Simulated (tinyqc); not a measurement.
Two-band k.p model of the Delta valleys near the X point under shear strain: sweeps and comparisons. A value that a table varies takes the place of the one given here.

Valley pair on the [001] axis, kz counted from the X point, c = hbar^2/2m0, k0 = kx0 2 pi/a. H = (c kz^2/ml + c (kx^2 + ky^2)/mt + c k0^2/ml) 1 + (2 c k0 kz/ml) sigma_z + (D exy - 2 c kx ky/Mp) sigma_x, so E = c kz^2/ml + c (kx^2 + ky^2)/mt + c k0^2/ml -/+ sqrt((2 c k0 kz/ml)^2 + (D exy - 2 c kx ky/Mp)^2). Without strain the lower band has its minima, E = 0, at kz = +/- k0. Shifts from diagonal strain are left out.

For |eta| < 1: k_min = k0 sqrt(1 - eta^2), E_min = -Delta eta^2/2, ml(eta) = ml/(1 - eta^2), 1/m[110] = 1/mt + eta/Mp, 1/m[1-10] = 1/mt - eta/Mp. For |eta| > 1 the minimum sits at X: E_min = -Delta (2 |eta| - 1)/2, ml(eta) = ml/(1 - 1/|eta|), and eta is replaced by its sign in the transverse masses. Here Delta = 2 c k0^2/ml and eta = D exy/Delta.

s11 = (C11 + C12)/((C11 - C12)(C11 + 2 C12)), s12 = -C12/((C11 - C12)(C11 + 2 C12)), s44 = 1/C44; exx = s11 sxx + s12 (syy + szz) and cyclic, exy = s44 sxy/2; tension is positive. A uniaxial stress X along the unit vector n is s_ij = X n_i n_j.

Constants: hbar^2/2m0 = 3.80998211 eV angstrom^2; kB = 8.617333262e-05 eV/K.

Inputs chosen for the exercise (near those of Si; shifted at random, so the results belong to these values and not to a real crystal):
- a = 5.439 angstrom (lattice constant)
- ml = 0.917 m0 (longitudinal mass)
- mt = 0.2 m0 (transverse mass)
- kx0 = 0.153 2 pi/a (distance of the minimum from X)
- D = 13.1 eV (shear deformation potential)
- Mp = 0.242 m0 (coupling mass)
- C11 = 168.5 GPa
- C12 = 63.5 GPa
- C44 = 80.3 GPa
- Xu = 9.15 eV (uniaxial potential)
- T = 200 K (temperature)
- exy = -0.016 (shear strain)

## Sweep of the shear strain

Delta = 2 c k0^2/ml, eta = D exy/Delta.

The minimum:
```
exy       eta  k_min/k0  E_min (meV)  ml(eta)  m[110]  m[1-10]  density-of-states mass
0.0000  0.000     1.000          0.0    0.917  0.2000   0.2000                   0.332
0.0020  0.101     0.995         -1.3    0.926  0.1846   0.2182                   0.334
0.0050  0.252     0.968         -8.3    0.979  0.1655   0.2527                   0.345
0.0099  0.500     0.866        -32.4    1.222  0.1416   0.3407                   0.389
0.0149  0.752     0.659        -73.4    2.110  0.1233   0.5283                   0.516
0.0178  0.898     0.439       -104.7    4.748  0.1148   0.7763                   0.751
0.0238  1.201     0.000       -182.0    5.478  0.1095   1.1524                   0.884
0.0317  1.600     0.000       -285.5    2.446  0.1095   1.1524                   0.676
```

The valleys reach X at eta = 1, that is exy = 0.0198. The shift is quadratic up to eta = 1 (-8.3 meV at eta = 0.25, -32.4 meV at 0.50) and linear beyond, while 1/m[110] rises linearly, taking m[110] from 0.200 to its floor 0.1095, a gain of 83 % in 1/m. ml(eta) diverges at eta = 1; the largest value listed is 5.48. A deformation-potential model with fixed masses misses all of this.

## Tension along [110]: repopulation and mass change

The z valleys move against the x and y valleys by Xu (ezz - exx) and, through the shear, by E_min. Share of the z valleys n = w/(w + 2 exp(dE/kT)), dE the total relative shift, w = sqrt(ml(eta) m[110] m[1-10]/(ml mt^2)). Along [110]: 1/m_c = n/m[110] + (1 - n)(1/ml + 1/mt)/2. Fixed masses means E_min = 0, w = 1, m[110] = mt. Gains are against 3/(1/ml + 2/mt) at a fixed scattering time.

Results:
```
X (GPa)  Xu (ezz - exx) (meV)  E_min (meV)  m[110]  m_c fixed masses  m_c with shear  gain fixed (%)  gain with shear (%)
0.00                      0.0          0.0  0.2000            0.2705          0.2705             0.0                  0.0
0.25                    -10.9         -0.2  0.1937            0.2505          0.2452             8.0                 10.3
0.50                    -21.8         -0.8  0.1878            0.2329          0.2208            16.2                 22.5
1.00                    -43.6         -3.2  0.1770            0.2114          0.1869            28.0                 44.7
1.50                    -65.4         -7.2  0.1674            0.2034          0.1697            33.0                 59.4
2.00                    -87.1        -12.8  0.1588            0.2010          0.1592            34.6                 69.9
3.00                   -130.7        -28.8  0.1439            0.2001          0.1439            35.2                 87.9
```

At 1 GPa repopulation alone gives 28.0 % and the shear terms raise it to 44.7 %. From 2 to 3 GPa the fixed-mass gain grows by 0.6 points, towards its ceiling of 35.3 % when all electrons sit in the z valleys, whereas the gain with shear grows by 18.0 points because m[110] keeps falling.

## What each parameter does

Delta = 2 c k0^2/ml, eta = D exy/Delta. Each row changes one parameter from the base and keeps the others.

Results:
```
case                      eta  E_min (meV)  ml(eta) (m0)  m[110] (m0)  m[1-10] (m0)
base                  -0.8074       -84.62        2.6346       0.6011        0.1200
ml = 0.98119 m0       -0.8639       -90.54        3.8691       0.6993        0.1167
mt = 0.186 m0         -0.8074       -84.62        2.6346       0.4902        0.1148
kx0 = 0.14229 2 pi/a  -0.9335       -97.84        7.1370       0.8754        0.1129
D = 14.017 eV         -0.8639       -96.88        3.6160       0.6993        0.1167
Mp = 0.22506 m0       -0.8074       -84.62        2.6346       0.7080        0.1164
exy = -0.01712        -0.8639       -96.88        3.6160       0.6993        0.1167
```

The largest shifts from the base row, up to three for each result and ties (the steps differ in size, so this ranks the rows, not the parameters). eta: kx0 -0.1261, ml -0.0565, D -0.0565, exy -0.0565; unchanged at the printed digits by mt and Mp. E_min (meV): kx0 -13.22, D -12.26, exy -12.26; unchanged at the printed digits by mt and Mp. ml(eta) (m0): kx0 +4.5024, ml +1.2345, D +0.9814, exy +0.9814; unchanged at the printed digits by mt and Mp. m[110] (m0): kx0 +0.2742, mt -0.1109, Mp +0.1069. m[1-10] (m0): kx0 -0.0071, mt -0.0052, Mp -0.0035.

Run: tinyqc, `OMP_NUM_THREADS=1 python tinyqc.py 1080006 1080007 out.jsonl`; Intel(R) Xeon(R) Processor @ 2.30GHz, one thread, shared host; about 0.01 s of CPU time with all checks.
